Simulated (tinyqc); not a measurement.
From results to parameters: minimal-basis H2. Computed by the program tinyqc with PySCF.

Problem. For two electrons in the two orbitals of minimal-basis H2, the CIS energies are e2 - e1 - J12 + 2 K12 and e2 - e1 - J12, and E_corr = D - sqrt(D^2 + K12^2) with 2D the energy of the double excitation. Find J12, K12, D, the MP2 energy and the weight of the double excitation.

orbital gap e2 - e1 = 0.41411662 hartree
CIS singlet and triplet energies (hartree): 0.393442  -0.112640
FCI correlation energy = -0.14708528 hartree

Solution. Half the singlet-triplet splitting is K12, the gap less the triplet energy is J12, D = (E_corr^2 - K12^2)/(2 E_corr), MP2 is -K12^2/(2 gap), and the weight is c^2/(1 + c^2) with c = E_corr/K12.

J12, K12, D (hartree): 0.5268  0.2530  0.1441
MP2 correlation energy = -0.07731 hartree
weight of the double excitation = 0.2525
